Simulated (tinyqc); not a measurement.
Avrami exponent and activation energy from three anneals.

Question. Isothermal crystallisation follows X = 1 - exp(-(k t)^n) with k proportional to exp(-Ec q/(kB T)). Find n, k at both temperatures and Ec.

Constants: q = 1.602176634e-19 C, kB = 1.380649e-23 J/K. Results are converted to the units shown.

X at (408 K, 1500 s), (408 K, 3000 s) and (428 K, 29 s): [0.19502314, 0.82369397, 0.40776566]

Solution. -ln(1 - X) = (k t)^n: the two times give n, and the two rates give Ec.

n = 3.000
k at 408 K = 4.006e-4 1/s
k at 428 K = 0.02780 1/s
Ec = 3.190 eV

Computed by the program tinyqc: `OMP_NUM_THREADS=1 python tinyqc.py 2490032 2490033 out.jsonl`, one thread of a shared Intel Xeon 2.30GHz, about 0.04 s for the whole run.
